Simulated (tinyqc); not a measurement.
Reflectance across the plasma edge: free-carrier optics of a doped semiconductor (Drude model with one polar phonon).

eps(E) = ei [1 - Ep^2/(E^2 + i E Gam)] + (es - ei) wT^2/(wT^2 - E^2 - i E gT), with Ep^2 = 8 pi c (e^2/(4 pi eps0)) N/(m ei), c = hbar^2/2m0, N in 1/angstrom^3 (1e-24 per 1/cm^3); Gam = hbar/tau, tau = mu m m0/e with m0/e = 5.685630e-12 kg/C and mu in m^2/(V s). Energies in meV.

n + i k = sqrt(eps1 + i eps2) with k >= 0; R = ((n - 1)^2 + k^2)/((n + 1)^2 + k^2) at normal incidence from vacuum; alpha = 2 E k/(hbar c), times 1e8 for 1/cm; loss function Im(-1/eps) = eps2/(eps1^2 + eps2^2).

Constants: hbar^2/2m0 = 3.80998211 eV angstrom^2; e^2/(4 pi eps0) = 14.39964547 eV angstrom; hbar = 6.58211957e-16 eV s; hbar c = 1973.269805 eV angstrom.

Values chosen for the exercise (mass and dielectric values near those of InP; N and mu are free inputs; interband absorption and the rise of the mass with filling are left out; the results hold for these values, not for the real material):
- N = 3.7e+18 1/cm^3 (carrier density)
- m = 0.081 m0 (conductivity mass)
- mu = 2000 cm^2/(V s) (mobility)
- ei = 9.57 (high-frequency dielectric constant)
- wT = 38.1 meV (TO phonon)
- es = 12.63 (static dielectric constant)
- gT = 0.8 meV (phonon damping)

Spectrum:

| E (meV) | eps1 | eps2 | R | alpha (1/cm) |
|---|---|---|---|---|
| 8.1 | -527.04 | 476.26 | 0.948 | 2.04e+04 |
| 24.3 | -83.45 | 28.99 | 0.932 | 2.28e+04 |
| 40.6 | -49.47 | 10.15 | 0.946 | 2.91e+04 |
| 56.8 | -12.15 | 2.48 | 0.900 | 2.02e+04 |
| 69.0 | -4.86 | 1.38 | 0.814 | 1.56e+04 |
| 81.1 | -0.80 | 0.85 | 0.433 | 8.15e+03 |
| 89.2 | 1.02 | 0.64 | 0.022 | 2.73e+03 |
| 101.4 | 2.97 | 0.43 | 0.073 | 1.29e+03 |
| 121.7 | 5.00 | 0.25 | 0.146 | 693 |
| 162.3 | 7.01 | 0.11 | 0.204 | 329 |
| 243.4 | 8.43 | 0.03 | 0.238 | 134 |
| 405.6 | 9.16 | 0.01 | 0.253 | 46.2 |

What does the comparison show, and why?

Ep = 81.1 meV and Gam = 7.1 meV. R is 0.948 at the lowest energy and lowest, 0.022, at 89.2 meV of those listed; without damping and phonon it would vanish at Ep sqrt(ei/(ei - 1)) = 85.7 meV. At the highest energy R is 0.253, against 0.262 for ei alone. Between the last two rows alpha goes as E^-2.08, where the Drude limit far above Ep and Gam is E^-2. Inside the metallic range the phonon cuts a dip in R near L-, below wT = 38.1 meV, which the rows may miss.

Run: tinyqc, `OMP_NUM_THREADS=1 python tinyqc.py 1652658 1652659 out.jsonl`; Intel(R) Xeon(R) Processor @ 2.30GHz, one thread, shared host; about 0.01 s of CPU time with all checks.
